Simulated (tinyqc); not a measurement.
# Transfer length from front and end resistance

Problem. A contact of length d and width W has Rc = (Rsh Lt/W) coth(d/Lt) and Re = (Rsh Lt/W)/sinh(d/Lt), with Rsh the sheet resistance under the metal and Lt = sqrt(rc/Rsh). Find Lt, Rsh and rc.

Parameters, values chosen for the exercise: contact length d = 0.041 um; contact width W = 1.1 um.

Rc = 69.225635 ohm
Re = 52.037400 ohm

Solution. Rc/Re = cosh(d/Lt) gives Lt, and Re then gives Rsh.

Lt = 0.05177 um
Rsh = 970.0 ohm/sq
rc = 2.600e-8 ohm cm^2

Program tinyqc, `OMP_NUM_THREADS=1 python tinyqc.py 2760031 2760032 out.jsonl`; Intel Xeon 2.30GHz, shared host, one thread, about 0.01 s.
